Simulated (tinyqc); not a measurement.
MOS structure on a p-type body, non-linear Poisson equation by Newton steps: one step of the calculation.

One dimension, insulator interface at x = 0, acceptor density Na, uniform, net doping C = -(acceptor density). psi is counted from the intrinsic level: n = ni exp((psi - Vb)/Vt), p = ni exp(-psi/Vt); deep in the body psi_b = -Vt ln(Na/ni). The gate acts through Cox = eps0 eox/tox and has the potential psi_G = Vg - (phiM - chi - Vt ln(Nc/ni)). Boltzmann statistics, full ionisation, classical densities, no oxide or interface charge.

Task. Newton step. Solve the tridiagonal system a_(i-1) d_(i-1) + b_i d_i + a_i d_(i+1) = -F_i for nodes 0 to 11, with d = 0 on fixed nodes. Each component d is damped to sign(d) Vt ln(1 + |d|/Vt) before it is added.

Inputs (values chosen for the exercise):
```
symbol,value,unit,meaning
T,250,K,temperature
```

Constants: q = 1.602176634e-19 C, kB = 1.380649e-23 J/K, Vt = kB T/q. Results are converted to the units shown.

coupling a_i, interval 0 to 11 (F/cm^2): [2.5455790e-5, 1.4546166e-5, 8.3461606e-6, 4.7580916e-6, 2.7298434e-6, 1.5641038e-6, 8.9318561e-7, 5.0911580e-7, 2.9259529e-7, 1.6665002e-7, 9.6059585e-8, 5.4743634e-8]
diagonal b, node 0 to 11 (F/cm^2): [-2.7273585e-5, -4.0002784e-5, -2.2893403e-5, -1.3105382e-5, -7.4887448e-6, -4.2942532e-6, -2.4573296e-6, -1.4023024e-6, -8.0171109e-7, -4.5932607e-7, -1.4007417e-6, -3.7563475e-6]
residual F, node 0 to 11 (C/cm^2): [-4.2704821e-7, -2.1586046e-10, -2.7777530e-10, -2.8437997e-10, -1.8821134e-10, -3.8646681e-11, 6.3562968e-11, 1.5094496e-10, 3.6828015e-10, 1.5314054e-9, 1.1415703e-8, 1.7212634e-9]
psi after iteration 1, node 0 to 12 (V): [0.35952453, 0.35589776, 0.34955729, 0.33853708, 0.31933857, 0.28638164, 0.23057188, 0.13821352, -0.00721768, -0.20949763, -0.40334371, -0.41616223, -0.41602797]

Wanted: Newton step d, before damping; psi after iteration 2.

Result.

Newton step d, before damping, node 0 to 11 (V): [-0.22558, -0.22492, -0.22375, -0.22170, -0.21811, -0.21185, -0.20093, -0.18190, -0.14881, -0.09248, -0.00283, 0.00039]
psi after iteration 2, node 0 to 12 (V): [0.30696, 0.30339, 0.29716, 0.28632, 0.26744, 0.23505, 0.18027, 0.08984, -0.05176, -0.24540, -0.40600, -0.41578, -0.41603]

Numbers from tinyqc (`OMP_NUM_THREADS=1 python tinyqc.py 2080010 2080011 out.jsonl`; about 0.3 s on one thread of a shared Intel Xeon 2.30GHz).
